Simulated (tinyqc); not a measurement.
Global model of a low-pressure process discharge: electron temperature, density, ion flux and ion energy: one step, computed by the program tinyqc. Command: `OMP_NUM_THREADS=1 python tinyqc.py 3112108 3112109 out.jsonl plasma walk`. One thread of a shared host (Intel(R) Xeon(R) Processor @ 2.30GHz), about 0.01 s of CPU time with the checks.

Maxwellian electrons with temperature T_e in eV, one positive ion, no negative ions, uniform bulk density n; rate constants have the Arrhenius form.

Task: Geometry factors. n_g = p/(k_B T_g); lambda_i = 1/(n_g sigma); h_L = 0.86/sqrt(3 + L/(2 lambda_i)), h_R = 0.8/sqrt(4 + R/lambda_i); A_eff = 2 pi R^2 h_L + 2 pi R L h_R; d_eff = pi R^2 L/A_eff.

Inputs (values chosen for the exercise, of the order of those of an inductive discharge in a simple atomic gas):

| quantity | value | unit |
|---|---|---|
| ion-neutral cross section | 1.1e-18 | m^2 |
| pressure p | 4.6 | Pa |
| gas temperature T_g | 300 | K |
| radius R | 12 | cm |
| height L | 9.3 | cm |

Constants: k_B = 1.380649e-23 J/K.

Give: gas density n_g; ion mean free path; h_L; h_R; A_eff; d_eff.

Result:

gas density n_g = 1.111e+21 1/m^3

ion mean free path = 0.08186 cm

h_L = 0.1112

h_R = 0.06519

A_eff = 146.3 cm^2

d_eff = 28.75 cm

Caution: at so short an ion path the formulas for h_L and h_R give way to the ambipolar-diffusion limit.
